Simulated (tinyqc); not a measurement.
Buckled dimers of a reconstructed (001) surface, two dangling bonds a dimer: one step. An isolated dimer. Three cases, with inputs chosen for the exercise.

Task: For ta = tx = 0, W = -2 sqrt(tp^2 + (gm z)^2) + kf z^2. It buckles if gm^2/kf > tp; then sqrt(tp^2 + (gm z)^2) = gm^2/kf, the gap is twice that, and the gain is (gm^2/kf - tp)^2 kf/gm^2.

Case 1.

Values chosen (out of a larger set: of the size met on diamond (001); not measured data):
- tp = 1.19 eV (pi coupling inside a dimer)
- gm = 2.31 eV/angstrom (shift of a dangling bond with height)
- kf = 6 eV/angstrom^2 (force constant of buckling)

Case 2.

Values chosen (out of a larger set: of the size met on Ge(001); not measured data):
- tp = 0.26 eV (pi coupling inside a dimer)
- gm = 2.11 eV/angstrom (shift of a dangling bond with height)
- kf = 6.7 eV/angstrom^2 (force constant of buckling)

Case 3.

Values chosen (out of a larger set: of the size met on Si(001); not measured data):
- tp = 0.33 eV (pi coupling inside a dimer)
- gm = 2.34 eV/angstrom (shift of a dangling bond with height)
- kf = 8.1 eV/angstrom^2 (force constant of buckling)

Give: gm^2/kf; buckling z; gap; gain.

Result:

Case 1.

gm^2/kf = 0.8893 eV
buckling z = 0.0000 angstrom
gap = 2.3800 eV
gain = 0.0000 eV

The pi bond is strong enough to keep the dimer flat.

Case 2.

gm^2/kf = 0.6645 eV
buckling z = 0.2898 angstrom
gap = 1.3290 eV
gain = 0.2462 eV

The pi bond is too weak to resist: the dimer tilts and charge moves to the up atom.

Case 3.

gm^2/kf = 0.6760 eV
buckling z = 0.2521 angstrom
gap = 1.3520 eV
gain = 0.1771 eV

The pi bond is too weak to resist: the dimer tilts and charge moves to the up atom.

Computed by tinyqc, one run a case: `OMP_NUM_THREADS=1 python tinyqc.py N N+1 out.jsonl` with N = 1480498, 1480520, 1480983; one thread of a shared Intel(R) Xeon(R) Processor @ 2.30GHz, about 0.03 s a run at most.
